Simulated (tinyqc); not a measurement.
What moves the results: alloy A(1-x)B(x) by interpolation with bowing. A value that a table varies takes the place of the one given here.

Each gap follows E(x) = (1 - x) E_A + x E_B - C x (1 - x); the lattice constant follows Vegard, a(x) = (1 - x) a_A + x a_B.

Mass at Gamma from the Kane formula 1/m = F + Ep (Eg + 2 Dso/3)/(Eg (Eg + Dso)). F is fixed by the masses of A and B and interpolated linearly, as is Ep; Eg and Dso carry their bowing.

Constants: hc = 1239.841984 eV nm.

Parameters, chosen for this exercise (A near Ge, B near Si; shifted at random, so the results belong to these values and not to a real crystal): a = (5.663, 5.431) angstrom (lattice constant of A, B); Eg = (0.891, 4.133) eV (gap at Gamma to the s-like level of A, B); EgX = (0.94, 1.17) eV (gap to the lowest valley along Gamma-X of A, B); EgL = (0.748, 2.117) eV (gap to L of A, B); C = (0.174, 0.206, 0) eV (bowing of the Gamma, X and L gaps); Dso = (0.287, 0.044) eV (spin-orbit splitting of A, B); Ep = (26.6, 21.5) eV (Kane energy of A, B); me = (0.0383, 0.1997) m0 (electron mass at Gamma of A, B); Cs = 0 eV (bowing of Dso); x = 0.12 (fraction of B).

## Gaps across the alloy

Eleven compositions.

Gaps (eV):

| x | a (angstrom) | Gamma | X | L | lowest | wavelength (nm) |
|---|---|---|---|---|---|---|
| 0.0 | 5.6630 | 0.891 | 0.940 | 0.748 | L | 1658 |
| 0.1 | 5.6398 | 1.200 | 0.944 | 0.885 | L | 1401 |
| 0.2 | 5.6166 | 1.512 | 0.953 | 1.022 | X | 1301 |
| 0.3 | 5.5934 | 1.827 | 0.966 | 1.159 | X | 1284 |
| 0.4 | 5.5702 | 2.146 | 0.983 | 1.296 | X | 1262 |
| 0.5 | 5.5470 | 2.469 | 1.004 | 1.433 | X | 1236 |
| 0.6 | 5.5238 | 2.794 | 1.029 | 1.569 | X | 1205 |
| 0.7 | 5.5006 | 3.124 | 1.058 | 1.706 | X | 1172 |
| 0.8 | 5.4774 | 3.457 | 1.091 | 1.843 | X | 1136 |
| 0.9 | 5.4542 | 3.793 | 1.128 | 1.980 | X | 1099 |
| 1.0 | 5.4310 | 4.133 | 1.170 | 2.117 | X | 1060 |

How do the results move?

The lowest valley changes at x = 0.146 (L to X, gap 0.948 eV). The Gamma gap is monotonic, since its bowing (0.174 eV) is smaller than the difference of the end gaps (3.242 eV); at x = 0.5 bowing lowers it by C/4 = 0.043 eV.

## Three ways to interpolate a mass

Linear in m, linear in 1/m, and the Kane formula.

Masses (m0):

| x | Eg (eV) | linear in m | linear in 1/m | Kane | Kane m/Eg (1/eV) |
|---|---|---|---|---|---|
| 0.000 | 0.891 | 0.0383 | 0.0383 | 0.0383 | 0.0430 |
| 0.125 | 1.277 | 0.0585 | 0.0426 | 0.0555 | 0.0435 |
| 0.250 | 1.669 | 0.0786 | 0.0480 | 0.0739 | 0.0443 |
| 0.375 | 2.066 | 0.0988 | 0.0550 | 0.0933 | 0.0452 |
| 0.500 | 2.469 | 0.1190 | 0.0643 | 0.1138 | 0.0461 |
| 0.625 | 2.876 | 0.1392 | 0.0774 | 0.1349 | 0.0469 |
| 0.750 | 3.290 | 0.1593 | 0.0972 | 0.1565 | 0.0476 |
| 0.875 | 3.709 | 0.1795 | 0.1308 | 0.1782 | 0.0481 |
| 1.000 | 4.133 | 0.1997 | 0.1997 | 0.1997 | 0.0483 |

What can be read from the table?

At x = 0.5 the three give 0.1190, 0.0643 and 0.1138; judged by the largest distance, the Kane value is closer to the interpolation in m (largest distances 0.0055 m0 from the rule in m, 0.0593 m0 from the rule in 1/m). The ratio m/Eg varies by a factor of 1.12 while the gap varies by 4.64; a constant ratio is the two-band rule m = Eg/Ep at fixed Ep.

## What each parameter does

Gaps at x and the Kane mass. Each row changes one parameter from the base and keeps the others.

Results:

| case | Gamma (eV) | X (eV) | L (eV) | mass (m0) |
|---|---|---|---|---|
| base | 1.2617 | 0.9458 | 0.9123 | 0.0548 |
| x = 0.08 | 1.1376 | 0.9432 | 0.8575 | 0.0492 |
| C = (0.274, 0.306, 0.1) eV | 1.2511 | 0.9353 | 0.9017 | 0.0543 |
| Eg = (0.936, 4.133) eV | 1.3013 | 0.9458 | 0.9123 | 0.0533 |
| EgX = (0.94, 1.112) eV | 1.2617 | 0.9389 | 0.9123 | 0.0548 |
| EgL = (0.711, 2.117) eV | 1.2617 | 0.9458 | 0.8797 | 0.0548 |
| Ep = (29.3, 23.7) eV | 1.2617 | 0.9458 | 0.9123 | 0.0565 |
| Cs = 0.05 eV | 1.2617 | 0.9458 | 0.9123 | 0.0547 |

What can be read from the table?

The largest shifts from the base row, up to three for each result and ties (the steps differ in size, so this ranks the rows, not the parameters). Gamma (eV): x -0.1241, Eg +0.0396, C -0.0106; unchanged at the printed digits by EgX, EgL, Ep and Cs. X (eV): C -0.0106, EgX -0.0070, x -0.0026; unchanged at the printed digits by Eg, EgL, Ep and Cs. L (eV): x -0.0548, EgL -0.0326, C -0.0106; unchanged at the printed digits by Eg, EgX, Ep and Cs. mass (m0): x -0.0056, Ep +0.0017, Eg -0.0015; unchanged at the printed digits by EgX and EgL.

Program tinyqc; command `OMP_NUM_THREADS=1 python tinyqc.py 1050176 1050177 out.jsonl`; about 0.01 s on one thread of a shared Intel(R) Xeon(R) Processor @ 2.30GHz.
